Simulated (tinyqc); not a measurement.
Polycrystal bounds against single-crystal directions: anisotropic elasticity and sound waves of a cubic crystal. Computed by tinyqc, a small Python program. Command: `OMP_NUM_THREADS=1 python tinyqc.py 3016580 3016581 out.jsonl cubicelastic walk`. One thread of a shared host (Intel(R) Xeon(R) Processor @ 2.30GHz), about 0.01 s of CPU time with the checks.

Voigt order 1..6 = xx, yy, zz, yz, xz, xy, with engineering shear strains. The rotated frame has x' as named, z' along the wafer normal and y' = z' x x'.

Inputs (values chosen for the exercise, for a model crystal): C11 = 109 GPa; C12 = 76 GPa; C44 = 53.6 GPa.

Frame: (001) wafer, x' along [110].

Method. S11 = (C11 + C12)/D, S12 = -C12/D, D = (C11 - C12)(C11 + 2 C12), S44 = 1/C44. Zener ratio A = 2 C44/(C11 - C12); S0 = S11 - S12 - S44/2; H = 2 C44 + C12 - C11. B = (C11 + 2 C12)/3; Voigt G = (C11 - C12 + 3 C44)/5; Reuss G = 5/(4 (S11 - S12) + 3 S44); Hill is their mean; E = 9BG/(3B + G), nu = (3B - 2G)/(6B + 2G). Along <hkl>, with g = 0, 1/4, 1/3: 1/E = S11 - 2 S0 g; for a film with that normal C33 = C11 + 2 H g and M = [6B - (3B - C33) - (3B - C33)^2/C33]/2.

S11 = 21.4792 1/TPa

S12 = -8.82387 1/TPa

S44 = 18.6567 1/TPa

S0 = 20.9747 1/TPa

H = 74.2 GPa

Zener ratio A = 3.24848

bulk modulus B = 87 GPa

Averages:
```
average  G (GPa)  E (GPa)       nu
Voigt     38.760   101.24  0.30604
Reuss     28.220    76.40  0.35364
Hill      33.490    89.04  0.32942
```

Directions:
```
direction  E (GPa)  biaxial modulus M (GPa)
<100>        46.56                    79.02
<110>        90.98                   158.37
<111>       133.40                   176.56
```

The bounds on G differ by 37 %, while E varies by a factor 2.87 with direction; with A above 1 the stiffest axis is <111>. Under a fixed mismatch strain, grains with a <100> normal store the least energy.

Extremes, crossings and ranges named in words are read from the listed rows.
